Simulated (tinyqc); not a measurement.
## Surface potential of a MOS transistor: implicit equation and explicit approximations: effect of the acceptor density at fixed gate voltage

p-type body, charge-sheet picture, depletion and inversion only, full ionisation (an idealisation for deep acceptors), Boltzmann statistics (rough once Na exp(x - xn) passes about Nc/7). In units of Vt: xg = (Vg - Vfb)/Vt, x = psi/Vt, G = gamma/sqrt(Vt), xn = (2 phiF + Vc)/Vt. The implicit equation is (xg - x)^2 = G^2 [x - 1 + exp(x - xn)] for x above about 3. Cox = eps0 eox/tox.

ni = sqrt(Nc Nv) exp(-Eg/(2 Vt)), Eg in volts; phiF = Vt ln(Na/ni); gamma = sqrt(2 q eps0 eps_r Na)/Cox; VT = Vfb + Vt (xn + G sqrt(xn - 1)). Depletion value a = 1 + [sqrt(G^2/4 + xg - 1) - G/2]^2; inversion value b = xn + ln[(xg - xn)^2/G^2 - xn + 1] and first guess y = min(a, b) - ln(1 + exp(-|a - b|)) if a > xn + 1, else b = y = a; one second-order correction with D = exp(y - xn), p = 2 (xg - y) + G^2 (1 + D), w = (xg - y)^2 - G^2 (y - 1 + D): z = y + 2 w/(p + sqrt(p^2 - 2 (2 - G^2 D) w)), or the Newton step z = y + w/p where the root is not real. N_inv = (Cox Vt G/q) [sqrt(x - 1 + exp(x - xn)) - sqrt(x - 1)] at the root. Lambert form (Cox m Vt/q) W0[(G/(2 m sqrt(xn - 1))) exp((Vg - VT)/(m Vt))], m = 1 + G/(2 sqrt(xn - 1)). Errors under 1e-4 mV, and the linear form below VT, are printed as 0. Vfb is held fixed.

Values chosen for this exercise; band and dielectric values close to those of silicon:
- T = 250 K (temperature)
- Eg = 1.13 eV (band gap)
- eps_r = 11.6 (relative permittivity)
- Nc = 2.15e19 cm^-3 (conduction-band density of states at T)
- Nv = 1.99e19 cm^-3 (valence-band density of states at T)
- eox = 3.9 (relative permittivity of the gate insulator (close to silicon dioxide))
- tox = 3.6 nm (insulator thickness)
- Vfb = -0.72 V (flat-band voltage)
- Vc = 0 V (channel-body voltage)
- Vg = 0.25 V (gate-body voltage)

Constants: q = 1.602176634e-19 C, kB = 1.380649e-23 J/K, Vt = kB T/q, eps0 = 8.8541878128e-14 F/cm where lengths are in cm. Results are converted to the units shown.

Effect of the acceptor density at fixed gate voltage:
```
Na (cm^-3),psi (V),x - xn,error of y (mV),error of z (mV),N_inv (cm^-2),Cox (Vg - VT)/q (cm^-2),Lambert form (cm^-2)
5.7e15,0.8824,4.902,26.6,9.32,2.734e11,9.215e11,3.187e11
1.2e16,0.8861,3.583,14.8,-1.15,1.376e11,6.164e11,1.526e11
2.7e16,0.8746,1.426,1.72,-3.25e-4,2.786e10,2.217e11,2.887e10
5.9e16,0.8384,-1.815,0.261,0,1.685e9,0,1.646e9
1.3e17,0.7820,-6.017,5.78e-3,0,3.888e7,0,3.508e7
2.8e17,0.7078,-10.99,0,0,4.148e5,0,3.188e5
6.2e17,0.6090,-17.17,0,0,1388,0,725.5
1.4e18,0.4871,-24.45,0,0,1.602,0,0.3310
```

As Na goes from 5.7e15 to 1.4e18, psi goes from 0.882 through a maximum of 0.886 (at Na = 1.2e16 among the rows listed) to 0.487 V, x - xn falls from 4.90 to -24.5 and N_inv falls from 2.73e11 to 1.60 cm^-2. The Lambert form lies between 0.207 and 1.17 times N_inv.

Computed by the program tinyqc: `OMP_NUM_THREADS=1 python tinyqc.py 2122218 2122219 out.jsonl`, one thread of a shared Intel Xeon 2.30GHz, about 0.01 s for the whole run.
